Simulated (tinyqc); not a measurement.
Pariser-Parr-Pople SCF with singles CI, for the molecule C=C1C=C(O)C=CC=C1O (SMILES; centres numbered as the heavy atoms are written), step by step. Computed by tinyqc, a small Python program that keeps every step. Settings: charge = 0, gamma = MN, start = huckel, damping = 0, iteration cap = 76, excitations kept = 9. Command: `OMP_NUM_THREADS=1 python tinyqc.py 20163 20164 out.jsonl` (the two numbers bound the seeds that draw the settings). One thread of a shared host (Intel(R) Xeon(R) Processor @ 2.60GHz), about 0.03 s of CPU time with the checks. Later iterations appear only in the table of the cycle.

## PPP integrals

Centres (angstrom, eV; a flat drawing with bonds scaled to 1.40 angstrom):
```
centre        x        y  core charge z        W  gamma_rr
1C      -1.6730  -1.9800              1  10.3700    9.5600
2C      -0.7930  -0.8900              1  10.3700    9.5600
3C       0.5700  -1.2100              1  10.3700    9.5600
4C       1.6690  -0.3430              1  10.3700    9.5600
5O       2.9270  -0.9580              2  35.6000   18.3500
6C       1.6770   1.0570              1  10.3700    9.5600
7C       0.5880   1.9360              1  10.3700    9.5600
8C      -0.7790   1.6320              1  10.3700    9.5600
9C      -1.3930   0.3740              1  10.3700    9.5600
10O     -2.7930   0.3830              2  35.6000   18.3500
```

Resonance integrals (eV):
```
i   j     beta
1   2  -2.5500
2   3  -2.5500
3   4  -2.5500
4   5  -2.3200
4   6  -2.5500
6   7  -2.5500
7   8  -2.5500
8   9  -2.5500
9  10  -2.3200
9   2  -2.5500
```

Mataga-Nishimoto: gamma = 14.399645/(R + a), a = 2 x 14.399645/(gamma_rr + gamma_ss); H_rr = -W_r - sum_(s != r) z_s gamma_rs; H_rs = beta for bonds.

repulsion gamma_rs (eV), order 1C, 2C, 3C, 4C, 5O, 6C, 7C, 8C, 9C, 10O:
```
[[9.5600, 4.9532, 3.7134, 2.7545, 2.5069, 2.3888, 2.3888, 2.7547, 3.7143, 3.9485],
 [4.9532, 9.5600, 4.9546, 3.5746, 3.0299, 3.0958, 3.0956, 3.5746, 4.9561, 4.2319],
 [3.7134, 4.9546, 9.5600, 4.9550, 4.2323, 3.5739, 3.0952, 3.0953, 3.5743, 3.0295],
 [2.7545, 3.5746, 4.9550, 9.5600, 5.9206, 4.9547, 3.5743, 3.0956, 3.0960, 2.5933],
 [2.5069, 3.0299, 4.2323, 5.9206, 18.3500, 4.2313, 3.0297, 2.5930, 2.5933, 2.1622],
 [2.3888, 3.0958, 3.5739, 4.9547, 4.2313, 9.5600, 4.9556, 3.5743, 3.0958, 2.5934],
 [2.3888, 3.0956, 3.0952, 3.5743, 3.0297, 4.9556, 9.5600, 4.9541, 3.5740, 3.0299],
 [2.7547, 3.5746, 3.0953, 3.0956, 2.5930, 3.5743, 4.9541, 9.5600, 4.9550, 4.2331],
 [3.7143, 4.9561, 3.5743, 3.0960, 2.5933, 3.0958, 3.5740, 4.9550, 9.5600, 5.9212],
 [3.9485, 4.2319, 3.0295, 2.5933, 2.1622, 2.5934, 3.0299, 4.2331, 5.9212, 18.3500]]
```

core matrix H (eV), order 1C, 2C, 3C, 4C, 5O, 6C, 7C, 8C, 9C, 10O:
```
[[-45.9486, -2.5500, 0.0000, 0.0000, 0.0000, 0.0000, 0.0000, 0.0000, 0.0000, 0.0000],
 [-2.5500, -53.0984, -2.5500, 0.0000, 0.0000, 0.0000, 0.0000, 0.0000, -2.5500, 0.0000],
 [0.0000, -2.5500, -51.8556, -2.5500, 0.0000, 0.0000, 0.0000, 0.0000, 0.0000, 0.0000],
 [0.0000, 0.0000, -2.5500, -53.4027, -2.3200, -2.5500, 0.0000, 0.0000, 0.0000, 0.0000],
 [0.0000, 0.0000, 0.0000, -2.3200, -68.0614, 0.0000, 0.0000, 0.0000, 0.0000, 0.0000],
 [0.0000, 0.0000, 0.0000, -2.5500, 0.0000, -49.6585, -2.5500, 0.0000, 0.0000, 0.0000],
 [0.0000, 0.0000, 0.0000, 0.0000, 0.0000, -2.5500, -48.1267, -2.5500, 0.0000, 0.0000],
 [0.0000, 0.0000, 0.0000, 0.0000, 0.0000, 0.0000, -2.5500, -50.0258, -2.5500, 0.0000],
 [0.0000, -2.5500, 0.0000, 0.0000, 0.0000, 0.0000, 0.0000, -2.5500, -54.3646, -2.3200],
 [0.0000, 0.0000, 0.0000, 0.0000, 0.0000, 0.0000, 0.0000, 0.0000, -2.3200, -69.5052]]
```

## Starting guess

pi electrons, sum of z_r less the charge = 12

Orbitals of the Hueckel matrix of the beta values.

P at the start, order 1C, 2C, 3C, 4C, 5O, 6C, 7C, 8C, 9C, 10O:
```
[[1.3911, 0.7238, -0.3629, -0.1726, 0.2238, 0.1738, 0.0837, -0.2292, -0.0363, -0.1429],
 [0.7238, 0.9919, 0.5512, 0.0145, -0.1571, -0.0889, -0.0554, 0.0475, 0.3646, -0.0330],
 [-0.3629, 0.5512, 1.3144, 0.5378, -0.2936, -0.0407, -0.1411, 0.0006, 0.0549, -0.2561],
 [-0.1726, 0.0145, 0.5378, 0.9921, 0.6464, 0.4856, 0.0154, -0.1337, -0.0457, 0.0830],
 [0.2238, -0.1571, -0.2936, 0.6464, 1.5293, -0.1951, -0.2046, 0.2091, 0.0830, -0.1030],
 [0.1738, -0.0889, -0.0407, 0.4856, -0.1951, 1.2257, 0.6792, -0.2212, -0.1741, 0.3081],
 [0.0837, -0.0554, -0.1411, 0.0154, -0.2046, 0.6792, 0.9891, 0.6388, 0.0160, -0.2413],
 [-0.2292, 0.0475, 0.0006, -0.1337, 0.2091, -0.2212, 0.6388, 1.2263, 0.5378, -0.2936],
 [-0.0363, 0.3646, 0.0549, -0.0457, 0.0830, -0.1741, 0.0160, 0.5378, 0.9907, 0.7307],
 [-0.1429, -0.0330, -0.2561, 0.0830, -0.1030, 0.3081, -0.2413, -0.2936, 0.7307, 1.3496]]
```

## Iteration 1: Fock matrix

F_rr = H_rr + P_rr gamma_rr / 2 + sum_(s != r) P_ss gamma_rs; F_rs = H_rs - P_rs gamma_rs / 2; E = tr P (H + F) / 2 + core repulsion sum_(r<s) z_r z_s gamma_rs.

F (eV), order 1C, 2C, 3C, 4C, 5O, 6C, 7C, 8C, 9C, 10O:
```
[[-5.2617, -4.3427, 0.6738, 0.2377, -0.2806, -0.2076, -0.1000, 0.3158, 0.0673, 0.2821],
 [-4.3427, -4.9136, -3.9156, -0.0260, 0.2379, 0.1376, 0.0858, -0.0849, -3.4535, 0.0698],
 [0.6738, -3.9156, -5.2373, -3.8825, 0.6213, 0.0726, 0.2184, -0.0009, -0.0982, 0.3879],
 [0.2377, -0.0260, -3.8825, -5.7448, -4.2334, -3.7530, -0.0275, 0.2069, 0.0708, -0.1076],
 [-0.2806, 0.2379, 0.6213, -4.2334, -19.2513, 0.4128, 0.3099, -0.2711, -0.1076, 0.1113],
 [-0.2076, 0.1376, 0.0726, -3.7530, 0.4128, -5.4706, -4.2329, 0.3953, 0.2694, -0.3995],
 [-0.1000, 0.0858, 0.2184, -0.0275, 0.3099, -4.2329, -4.9792, -4.1322, -0.0285, 0.3656],
 [0.3158, -0.0849, -0.0009, 0.2069, -0.2711, 0.3953, -4.1322, -5.7790, -3.8825, 0.6214],
 [0.0673, -3.4535, -0.0982, 0.0708, -0.1076, 0.2694, -0.0285, -3.8825, -6.4141, -4.4832],
 [0.2821, 0.0698, 0.3879, -0.1076, 0.1113, -0.3995, 0.3656, 0.6214, -4.4832, -20.3386]]
```

pi energy = -195.3657 eV

## Iteration 1: orbitals and new P

Diagonalise F (the basis is taken as orthonormal) and form P = 2 sum c c over the lowest orbitals.

orbital energies (eV): [-21.7375, -20.5201, -12.8486, -11.0130, -10.3495, -7.0628, -2.9562, -1.4373, 1.9713, 2.5635]

P after iteration 1, order 1C, 2C, 3C, 4C, 5O, 6C, 7C, 8C, 9C, 10O:
```
[[1.2780, 0.7751, -0.2793, -0.2747, 0.0979, 0.2280, 0.1342, -0.2924, -0.0536, -0.0226],
 [0.7751, 0.9848, 0.4500, 0.0707, -0.0493, -0.0688, -0.0975, 0.0149, 0.4125, -0.0661],
 [-0.2793, 0.4500, 1.0704, 0.7266, -0.1884, -0.0014, -0.2850, -0.0515, 0.2337, -0.1126],
 [-0.2747, 0.0707, 0.7266, 0.9201, 0.2879, 0.5117, 0.0842, -0.1413, -0.1091, 0.0392],
 [0.0979, -0.0493, -0.1884, 0.2879, 1.9209, -0.1092, -0.0648, 0.0589, 0.0424, -0.0143],
 [0.2280, -0.0688, -0.0014, 0.5117, -0.1092, 1.0630, 0.7367, -0.0447, -0.3237, 0.1266],
 [0.1342, -0.0975, -0.2850, 0.0842, -0.0648, 0.7367, 0.9088, 0.5599, 0.1026, -0.0704],
 [-0.2924, 0.0149, -0.0515, -0.1413, 0.0589, -0.0447, 0.5599, 1.0667, 0.7291, -0.1917],
 [-0.0536, 0.4125, 0.2337, -0.1091, 0.0424, -0.3237, 0.1026, 0.7291, 0.8785, 0.3115],
 [-0.0226, -0.0661, -0.1126, 0.0392, -0.0143, 0.1266, -0.0704, -0.1917, 0.3115, 1.9088]]
```

## Iteration 2: Fock matrix

As before.

F (eV), order 1C, 2C, 3C, 4C, 5O, 6C, 7C, 8C, 9C, 10O:
```
[[-5.1884, -4.4697, 0.5185, 0.3783, -0.1228, -0.2724, -0.1603, 0.4027, 0.0995, 0.0446],
 [-4.4697, -5.2991, -3.6648, -0.1264, 0.0747, 0.1065, 0.1509, -0.0267, -3.5723, 0.1398],
 [0.5185, -3.6648, -5.5885, -4.3501, 0.3987, 0.0025, 0.4411, 0.0797, -0.4176, 0.1706],
 [0.3783, -0.1264, -4.3501, -5.8002, -3.1724, -3.8177, -0.1505, 0.2188, 0.1689, -0.0508],
 [-0.1228, 0.0747, 0.3987, -3.1724, -17.8494, 0.2311, 0.0981, -0.0763, -0.0549, 0.0155],
 [-0.2724, 0.1065, 0.0025, -3.8177, 0.2311, -5.9770, -4.3754, 0.0798, 0.5011, -0.1641],
 [-0.1603, 0.1509, 0.4411, -0.1505, 0.0981, -4.3754, -5.7840, -3.9368, -0.1834, 0.1067],
 [0.4027, -0.0267, 0.0797, 0.2188, -0.0763, 0.0798, -3.9368, -6.0088, -4.3563, 0.4058],
 [0.0995, -3.5723, -0.4176, 0.1689, -0.0549, 0.5011, -0.1834, -4.3563, -5.7547, -3.2421],
 [0.0446, 0.1398, 0.1706, -0.0508, 0.0155, -0.1641, 0.1067, 0.4058, -3.2421, -17.7682]]
```

pi energy = -204.7976 eV

## Iteration 2: orbitals and new P

As before.

orbital energies (eV): [-18.7346, -18.6838, -13.3998, -11.5930, -10.8561, -7.5274, -2.5234, -1.4389, 1.4445, 2.2941]

P after iteration 2, order 1C, 2C, 3C, 4C, 5O, 6C, 7C, 8C, 9C, 10O:
```
[[1.1811, 0.8102, -0.2253, -0.2885, 0.0727, 0.2171, 0.1500, -0.3130, -0.0618, -0.0064],
 [0.8102, 1.0125, 0.4063, 0.0422, -0.0239, -0.0557, -0.0817, 0.0080, 0.4028, -0.0623],
 [-0.2253, 0.4063, 1.0357, 0.7705, -0.1587, 0.0114, -0.3131, -0.0395, 0.2411, -0.0785],
 [-0.2885, 0.0422, 0.7705, 0.9435, 0.2176, 0.4931, 0.0560, -0.1230, -0.0932, 0.0267],
 [0.0727, -0.0239, -0.1587, 0.2176, 1.9545, -0.0856, -0.0340, 0.0347, 0.0277, -0.0075],
 [0.2171, -0.0557, 0.0114, 0.4931, -0.0856, 1.0443, 0.7615, -0.0427, -0.3276, 0.0907],
 [0.1500, -0.0817, -0.3131, 0.0560, -0.0340, 0.7615, 0.9428, 0.5257, 0.0857, -0.0414],
 [-0.3130, 0.0080, -0.0395, -0.1230, 0.0347, -0.0427, 0.5257, 1.0651, 0.7591, -0.1593],
 [-0.0618, 0.4028, 0.2411, -0.0932, 0.0277, -0.3276, 0.0857, 0.7591, 0.8748, 0.2444],
 [-0.0064, -0.0623, -0.0785, 0.0267, -0.0075, 0.0907, -0.0414, -0.1593, 0.2444, 1.9456]]
```

## Iteration 3: Fock matrix

As before.

F (eV), order 1C, 2C, 3C, 4C, 5O, 6C, 7C, 8C, 9C, 10O:
```
[[-5.3307, -4.5566, 0.4183, 0.3973, -0.0912, -0.2593, -0.1792, 0.4312, 0.1148, 0.0126],
 [-4.5566, -5.4537, -3.5565, -0.0754, 0.0362, 0.0863, 0.1265, -0.0143, -3.5481, 0.1318],
 [0.4183, -3.5565, -5.5866, -4.4589, 0.3358, -0.0204, 0.4846, 0.0612, -0.4309, 0.1189],
 [0.3973, -0.0754, -4.4589, -5.7206, -2.9642, -3.7715, -0.1000, 0.1903, 0.1443, -0.0346],
 [-0.0912, 0.0362, 0.3358, -2.9642, -17.6179, 0.1811, 0.0514, -0.0450, -0.0360, 0.0081],
 [-0.2593, 0.0863, -0.0204, -3.7715, 0.1811, -5.8308, -4.4368, 0.0763, 0.5071, -0.1176],
 [-0.1792, 0.1265, 0.4846, -0.1000, 0.0514, -4.4368, -5.6912, -3.8521, -0.1531, 0.0627],
 [0.4312, -0.0143, 0.0612, 0.1903, -0.0450, 0.0763, -3.8521, -5.8929, -4.4308, 0.3371],
 [0.1148, -3.5481, -0.4309, 0.1443, -0.0360, 0.5071, -0.1531, -4.4308, -5.6857, -3.0435],
 [0.0126, 0.1318, 0.1189, -0.0346, 0.0081, -0.1176, 0.0627, 0.3371, -3.0435, -17.6418]]
```

pi energy = -205.0943 eV

## Iteration 3: orbitals and new P

As before.

orbital energies (eV): [-18.4873, -18.4136, -13.3601, -11.6029, -10.8152, -7.6838, -2.4233, -1.4468, 1.5545, 2.2267]

P after iteration 3, order 1C, 2C, 3C, 4C, 5O, 6C, 7C, 8C, 9C, 10O:
```
[[1.1641, 0.8205, -0.1998, -0.2888, 0.0661, 0.2063, 0.1569, -0.3152, -0.0745, -0.0005],
 [0.8205, 1.0144, 0.3949, 0.0331, -0.0186, -0.0572, -0.0751, 0.0119, 0.3957, -0.0594],
 [-0.1998, 0.3949, 1.0253, 0.7851, -0.1504, 0.0216, -0.3194, -0.0433, 0.2355, -0.0685],
 [-0.2888, 0.0331, 0.7851, 0.9500, 0.2002, 0.4829, 0.0460, -0.1147, -0.0869, 0.0232],
 [0.0661, -0.0186, -0.1504, 0.2002, 1.9614, -0.0785, -0.0272, 0.0289, 0.0240, -0.0060],
 [0.2063, -0.0572, 0.0216, 0.4829, -0.0785, 1.0307, 0.7739, -0.0314, -0.3269, 0.0816],
 [0.1569, -0.0751, -0.3194, 0.0460, -0.0272, 0.7739, 0.9547, 0.5073, 0.0739, -0.0334],
 [-0.3152, 0.0119, -0.0433, -0.1147, 0.0289, -0.0314, 0.5073, 1.0544, 0.7749, -0.1514],
 [-0.0745, 0.3957, 0.2355, -0.0869, 0.0240, -0.3269, 0.0739, 0.7749, 0.8905, 0.2228],
 [-0.0005, -0.0594, -0.0685, 0.0232, -0.0060, 0.0816, -0.0334, -0.1514, 0.2228, 1.9544]]
```

## Convergence

Stop when output and input P, before any damping, agree to 1e-7.

Course of the cycle:
```
iteration       E (eV)  largest |P(out) - P(in)|
1          -195.365710                  5.59e-01
2          -204.797613                  9.69e-02
3          -205.094332                  2.55e-02
4          -205.126742                  1.44e-02
5          -205.133158                  7.91e-03
6          -205.134827                  4.35e-03
7          -205.135309                  2.40e-03
8          -205.135453                  1.33e-03
9          -205.135497                  7.36e-04
10         -205.135511                  4.09e-04
11         -205.135515                  2.28e-04
...                ...                       ...
15         -205.135517                  2.23e-05
16         -205.135517                  1.25e-05
17         -205.135517                  7.01e-06
18         -205.135517                  3.94e-06
19         -205.135517                  2.21e-06
20         -205.135517                  1.24e-06
21         -205.135517                  6.99e-07
22         -205.135517                  3.93e-07
23         -205.135517                  2.21e-07
24         -205.135517                  1.24e-07
25         -205.135517                  7.01e-08
```

Converged in 25 iterations.

## Converged orbitals

Charges are z - P_rr.

orbital energies (eV): [-18.3615, -18.3096, -13.3497, -11.6086, -10.8104, -7.7409, -2.3738, -1.4537, 1.5694, 2.2183]

coefficients, order 1C, 2C, 3C, 4C, 5O, 6C, 7C, 8C, 9C, 10O:
```
[[0.0149, 0.0176, 0.2043, 0.3527, -0.0689, 0.6368, -0.0408, 0.5446, -0.0139, -0.3530],
 [0.0571, 0.0610, 0.4219, 0.5177, -0.0801, 0.2169, 0.0123, -0.3744, 0.0244, 0.5938],
 [0.0805, -0.0135, 0.3606, 0.2919, 0.3855, -0.3689, -0.4811, -0.1519, 0.2398, -0.4259],
 [0.2437, -0.1154, 0.3013, -0.0556, 0.5028, -0.2455, 0.2197, 0.4598, -0.4249, 0.2830],
 [0.8504, -0.4368, -0.1701, 0.0260, -0.1854, 0.0633, -0.0486, -0.0917, 0.0710, -0.0466],
 [0.0719, -0.0282, 0.3497, -0.4288, 0.3200, 0.3077, 0.4351, -0.1925, 0.5047, -0.0989],
 [0.0336, 0.0104, 0.3689, -0.5039, -0.1216, 0.2779, -0.4461, -0.2451, -0.5028, -0.0695],
 [0.0438, 0.0683, 0.3632, -0.2484, -0.4930, -0.2807, -0.2080, 0.4450, 0.4167, 0.2511],
 [0.1296, 0.2404, 0.3238, 0.1257, -0.4113, -0.3003, 0.5213, -0.1555, -0.2698, -0.4204],
 [0.4271, 0.8534, -0.1882, -0.0575, 0.1538, 0.0786, -0.1132, 0.0331, 0.0467, 0.0684]]
```

pi charges: [-0.1539, -0.0130, -0.0131, 0.0406, 0.0360, -0.0184, 0.0335, -0.0441, 0.0908, 0.0415]

## Singles CI, singlets

Over the 9 single excitations with the smallest orbital gaps: A = (e_a - e_i) delta + 2 (ia|jb) - (ij|ab), with (pq|rs) = sum c_mp c_mq gamma_mn c_nr c_ns. f = 2/3 w |mu|^2 in atomic units, mu = sqrt2 sum c_ia sum_m c_mi c_ma R_m.

singlet CI matrix (eV), order 6>7, 6>8, 5>7, 4>7, 6>9, 5>8, 6>10, 4>8, 3>7:
```
[[2.2327, -0.0717, 0.0586, -0.3521, 0.2634, 0.1369, 0.0508, 0.0261, -0.0735],
 [-0.0717, 4.1065, -0.6008, -0.1273, 0.0061, -0.0231, -0.0297, 0.2187, 0.0248],
 [0.0586, -0.6008, 5.4816, -0.0046, 0.0568, -0.0144, -0.3057, 0.4200, 0.0208],
 [-0.3521, -0.1273, -0.0046, 6.1226, -0.1751, -0.3150, -0.0495, 0.0259, -0.0616],
 [0.2634, 0.0061, 0.0568, -0.1751, 6.3425, 0.1392, -0.0226, 0.0148, 0.3796],
 [0.1369, -0.0231, -0.0144, -0.3150, 0.1392, 6.2950, 0.0211, 0.0078, 0.0356],
 [0.0508, -0.0297, -0.3057, -0.0495, -0.0226, 0.0211, 6.6401, -0.2064, -0.0167],
 [0.0261, 0.2187, 0.4200, 0.0259, 0.0148, 0.0078, -0.2064, 6.9993, 0.0189],
 [-0.0735, 0.0248, 0.0208, -0.0616, 0.3796, 0.0356, -0.0167, 0.0189, 7.6356]]
```

singlet excitation energies (eV): [2.1775, 3.8308, 5.5863, 5.8883, 6.1533, 6.5518, 6.6706, 7.2423, 7.7551]

oscillator strengths: [0.0448, 0.5362, 1.3739, 0.1241, 0.0196, 0.0711, 0.9379, 0.0765, 0.0456]

## Singles CI, triplets

Over the 9 single excitations with the smallest orbital gaps: A = (e_a - e_i) delta - (ij|ab), with (pq|rs) = sum c_mp c_mq gamma_mn c_nr c_ns.

triplet CI matrix (eV), order 6>7, 6>8, 5>7, 4>7, 6>9, 5>8, 6>10, 4>8, 3>7:
```
[[1.2865, 0.0464, -0.1283, 0.5552, 0.1820, 0.3561, -0.0727, 0.1547, 0.1958],
 [0.0464, 1.7453, 0.3561, 0.1547, 0.0344, 0.0871, 0.4838, -0.4250, 0.0082],
 [-0.1283, 0.3561, 3.8578, -0.0313, -0.1162, -0.0058, 0.5751, -0.0586, -0.0037],
 [0.5552, 0.1547, -0.0313, 4.7892, 0.4724, -0.0586, 0.0877, -0.0341, 0.2501],
 [0.1820, 0.0344, -0.1162, 0.4724, 5.4487, -0.4793, -0.0027, -0.0672, -0.5082],
 [0.3561, 0.0871, -0.0058, -0.0586, -0.4793, 5.0868, -0.1210, -0.0222, -0.3748],
 [-0.0727, 0.4838, 0.5751, 0.0877, -0.0027, -0.1210, 5.3935, 0.6529, 0.0101],
 [0.1547, -0.4250, -0.0586, -0.0341, -0.0672, -0.0222, 0.6529, 5.8426, 0.0191],
 [0.1958, 0.0082, -0.0037, 0.2501, -0.5082, -0.3748, 0.0101, 0.0191, 6.4545]]
```

triplet excitation energies (eV): [1.1363, 1.5857, 3.6300, 4.2881, 5.0050, 5.2782, 5.9389, 6.3421, 6.7006]
